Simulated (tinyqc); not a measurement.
Worked calculation: hydrogenic donor in a hard-walled well (variational). Values are carried at full precision from step to step, so a last printed digit may differ when a step is redone from the rounded ones.

Constants: Ry = 13.60569312 eV; a0 (Bohr radius) = 0.5291772105 angstrom; hbar^2/2m0 = 3.80998211 eV angstrom^2; e^2/(4 pi eps0) = 14.39964547 eV angstrom.

Inputs chosen for the exercise (near those of Ge, with one mean mass; not measured data):
```
symbol  value                             unit      meaning
m       0.125                             m0        mass
eps     15.8                                        dielectric constant
L       215                               angstrom  well width
zi      84                                angstrom  position of the donor from the centre
lam     77                                angstrom  trial length
lams    (56, 71, 86, 102, 122, 147, 183)  angstrom  trial lengths
```

## Bulk donor

Ry* = Ry m/eps^2, a* = a0 eps/m, and the subband energy c (pi/L)^2/m with c = hbar^2/2m0.

Ry* = 6.813 meV
a* = 66.89 angstrom
subband energy = 6.51 meV

## One trial length

Trial function cos(pi z/L) exp(-r/lam), r measured from the donor at zi, walls at +/- L/2, one eps everywhere. Counted from the lowest subband, E(lam) = c/(m lam^2) - (q/eps) I0/I1, with I0 the integral of cos^2(pi z/L) exp(-2|z - zi|/lam) over the well and I1 the same with the factor (|z - zi| + lam/2); c = hbar^2/2m0, q = e^2/(4 pi eps0). The binding energy is -E at the minimum.

Evaluate I0, I1 and both terms.

I0 = 19.445 angstrom
I1 = 1710.0 angstrom^2
kinetic term = 5.141 meV
Coulomb term = -10.364 meV
E = -5.223 meV

## Scan and minimum

E for each trial length, then the minimum.

Scan:
```
lam (angstrom)  kinetic (meV)  Coulomb (meV)  E (meV)
56                      9.719        -13.397   -3.678
71                      6.046        -11.030   -4.984
86                      4.121         -9.548   -5.426
102                     2.930         -8.456   -5.527
122                     2.048         -7.481   -5.433
147                     1.411         -6.604   -5.193
183                     0.910         -5.708   -4.797
```

best lam = 101.6 angstrom
binding energy = 5.53 meV
in Ry* = 0.811

At L = 3.21 a* this donor is bound less strongly than in the bulk.

## Checks

- Binding at the centre of a very wide well (200 a*) against Ry*, meV: both 6.81.
- Binding in a very thin well (a*/2000) against 4 Ry*, meV: 27.2 against 27.3.

(tinyqc, `OMP_NUM_THREADS=1 python tinyqc.py 1250564 1250565 out.jsonl`, Intel(R) Xeon(R) Processor @ 2.30GHz, 1 thread, shared host, about 0.03 s.)
